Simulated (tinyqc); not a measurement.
What moves the results: tunnelling through a thin dielectric with one trap, as a tight-binding chain. A value that a table varies takes the place of the one given here.

Hopping -t everywhere, t = c/(m a^2), c = hbar^2/2m0; lead sites at 2t (band bottom 0), barrier sites 1 to N at 2t + phi, and site j has U besides. No voltage. Leads give S = -t exp(ika) on sites 1 and N, cos(ka) = 1 - E/(2t). T = (2 t sin(ka))^2 |G_1N|^2, G = (E - H - S)^-1. In the barrier cosh(q a) = 1 + (phi - E)/(2t).

Resonance: the lowest eigenvalue of H + S(E), iterated until its real part equals E (40 rounds from Eb = phi + 2t - sqrt(4t^2 + U^2), the level in an endless barrier). With v the normalised squared amplitudes of that state, Gamma_L = 2 t sin(ka) v_1, Gamma_R = 2 t sin(ka) v_N; Breit-Wigner T = Gamma_L Gamma_R/((E - Er)^2 + (Gamma_L + Gamma_R)^2/4).

Constants: hbar^2/2m0 = 3.80998211 eV angstrom^2.

Parameters, chosen for this exercise (barrier and mass of the size used for Si3N4 on silicon; not measured data): a = 2 angstrom (site spacing); m = 0.43 m0 (mass, the same in leads and barrier); phi = 2.24 eV (conduction edge of the barrier above that of the leads); N = 9 (barrier sites); j = 4 (site of the trap); U = -3.01 eV (extra energy on the trap site); E = 1.38 eV (electron energy).

## Transmission around the level

Er = 1.31980 eV

widths (meV): left 39.005, right 3.0727

Energies Er + x (Gamma_L + Gamma_R).

T:
```
x     E (eV)     chain  Breit-Wigner   no trap
-8.0  0.9832  0.000287       0.00105  6.99e-06
-3.0  1.1936   0.00453       0.00732  2.06e-05
-1.0  1.2777    0.0464        0.0542  3.21e-05
-0.5  1.2988     0.125         0.135  3.60e-05
0.0   1.3198     0.270         0.271  4.03e-05
0.5   1.3408     0.149         0.135  4.52e-05
1.0   1.3619    0.0650        0.0542  5.08e-05
3.0   1.4460    0.0123       0.00732  8.14e-05
8.0   1.6564   0.00423       0.00105  0.000286
```

At Er the chain gives 0.270, 6.7e+03 times the value without trap, and Breit-Wigner 0.271. In the wings the single pole gives 3.67 times the chain value at x = -8 and 0.249 times at x = 8, because the widths and the level shift change with energy.

## Where a trap does most harm

The trap is moved through the barrier. The area under the resonance, 2 pi Gamma_L Gamma_R/(Gamma_L + Gamma_R), sets the current through it.

Against position:
```
j  Er (eV)  Gamma_L (meV)  Gamma_R (meV)    peak  area (meV)
3   1.3294            146          0.921  0.0250        5.75
4   1.3198           39.0           3.07   0.271        17.9
5   1.3173           10.8           10.8    1.00        33.9
6   1.3198           3.07           39.0   0.271        17.9
7   1.3294          0.921            146  0.0250        5.75
```

The area is largest at j = 5 (33.9 meV) and 5.9 times smaller at j = 3: the slower of the two steps limits the current, so traps in the middle carry most. Each site towards a lead multiplies its width by about 3.61, close to exp(2 q a) = 3.57 at Eb.

## Direct against trap-assisted paths

N odd, the trap in the middle, j = (N + 1)/2. Direct T is that without trap at the energy Er; area = 2 pi Gamma_L Gamma_R/(Gamma_L + Gamma_R). The exponents are the slopes of the logarithms between the last two rows, per angstrom.

Against thickness:
```
N   N a (angstrom)  Er (eV)  direct T  area (meV)
5             10.0   1.3348   0.00668         480
7             14.0   1.3238  0.000517         125
9             18.0   1.3173  3.98e-05        33.9
11            22.0   1.3151  3.10e-06        9.39
13            26.0   1.3145  2.42e-07        2.62
15            30.0   1.3143  1.90e-08       0.734
17            34.0   1.3142  1.50e-09       0.206
```

exponents (1/angstrom): direct 0.6358, through the trap 0.3180

The direct path falls as exp(-0.636 d) and the path through a central trap as exp(-0.318 d), 2.00 times more slowly, since each step crosses half the layer. From 5 to 17 sites the first loses 6.6 decades and the second 3.4: in thicker layers even few traps rule the leakage. Inelastic capture with phonons is left out.

## What each parameter does

Resonance and log10 T at E. Each row changes one parameter from the base and keeps the others.

Results:
```
case           Er (eV)  Gamma_L (meV)  Gamma_R (meV)  log10 T
base            1.3198          39.01          3.073   -1.420
m = 0.396 m0    1.3843          50.43          4.759   -0.520
phi = 2.34 eV   1.4207          38.60          3.041   -1.315
N = 10          1.3195          38.94         0.8627   -1.953
j = 3           1.3294          145.7         0.9205   -1.675
U = -2.92 eV    1.3712          41.39          3.490   -0.588
```

The largest shifts from the base row, up to three for each result and ties (the steps differ in size, so this ranks the rows, not the parameters). Er (eV): phi +0.1009, m +0.0645, U +0.0514. Gamma_L (meV): j +107, m +11.4, U +2.38. Gamma_R (meV): N -2.21, j -2.15, m +1.69. log10 T: m +0.899, U +0.832, N -0.533.

(tinyqc, `OMP_NUM_THREADS=1 python tinyqc.py 1451862 1451863 out.jsonl`, Intel(R) Xeon(R) Processor @ 2.30GHz, 1 thread, shared host, about 0.04 s.)
